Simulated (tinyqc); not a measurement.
Worked calculation: Pariser-Parr-Pople SCF with singles CI, for the molecule [CH2+]c1ccccn1 (SMILES; centres numbered as the heavy atoms are written). One step of it, computed by the program tinyqc.

Question. Singles CI, singlets. Over the 6 single excitations with the smallest orbital gaps: A = (e_a - e_i) delta + 2 (ia|jb) - (ij|ab), with (pq|rs) = sum c_mp c_mq gamma_mn c_nr c_ns. f = 2/3 w |mu|^2 in atomic units, mu = sqrt2 sum c_ia sum_m c_mi c_ma R_m.

orbital energies (eV): -18.502348  -15.479707  -15.224306  -8.810768  -5.392934  -4.660467  -2.294564

coefficients:
```
         MO1        MO2        MO3        MO4        MO5        MO6        MO7
1C  0.272760  -0.329375  -0.283507   0.727585   0.083214  -0.406628  -0.187316
2C  0.516825  -0.369568  -0.278493  -0.030751  -0.084328   0.568372   0.433185
3C  0.346308   0.183379  -0.503076  -0.421433  -0.452898  -0.229040  -0.397714
4C  0.268131   0.562836  -0.275887  -0.048770   0.548166  -0.248927   0.412770
5C  0.271452   0.550120   0.168062   0.402289  -0.037176   0.518006  -0.404831
6C  0.347558   0.168449   0.512900   0.122389  -0.537302  -0.340695   0.409897
7N  0.521717  -0.271132   0.470698  -0.335968   0.436218  -0.113042  -0.341765
```

repulsion gamma_rs (eV):
```
           1C         2C         3C         4C         5C         6C         7N
1C  11.130000   5.345539   3.872515   2.881267   2.621087   2.881267   3.940988
2C   5.345539  11.130000   5.346287   3.872515   3.517455   3.872515   5.477679
3C   3.872515   5.346287  11.130000   5.345539   3.872515   3.518103   3.941692
4C   2.881267   3.872515   5.345539  11.130000   5.346287   3.873196   3.574524
5C   2.621087   3.517455   3.872515   5.346287  11.130000   5.346287   3.940988
6C   2.881267   3.872515   3.518103   3.873196   5.346287  11.130000   5.476893
7N   3.940988   5.477679   3.941692   3.574524   3.940988   5.476893  12.300000
```

Centres (angstrom, eV; a flat drawing with bonds scaled to 1.40 angstrom):
```
centre          x          y  core charge z          W   gamma_rr
1C       2.400000   0.000000              1  11.160000  11.130000
2C       1.000000   0.000000              1  11.160000  11.130000
3C       0.300000   1.212000              1  11.160000  11.130000
4C      -1.100000   1.212000              1  11.160000  11.130000
5C      -1.800000   0.000000              1  11.160000  11.130000
6C      -1.100000  -1.212000              1  11.160000  11.130000
7N       0.300000  -1.212000              1  14.100000  12.300000
```

Give: singlet CI matrix; singlet excitation energies; oscillator strengths.

Answer.

singlet CI matrix (eV):
```
         3>4      2>4      1>4      3>5      2>5      3>6
3>4   3.5096   0.4207  -0.0672  -0.0867   0.4712   0.0671
2>4   0.4207   4.0217   0.1316  -0.4273  -0.0287  -0.2376
1>4  -0.0672   0.1316   6.2371  -0.3182   0.1202   0.0752
3>5  -0.0867  -0.4273  -0.3182   6.7359  -0.2156   0.1418
2>5   0.4712  -0.0287   0.1202  -0.2156   6.6433   0.5321
3>6   0.0671  -0.2376   0.0752   0.1418   0.5321   6.9455
```

singlet excitation energies (eV): 3.2053  4.1654  6.0401  6.2249  7.0544  7.4030

oscillator strengths: 0.0858  0.7673  0.0856  0.1780  0.7117  0.7288
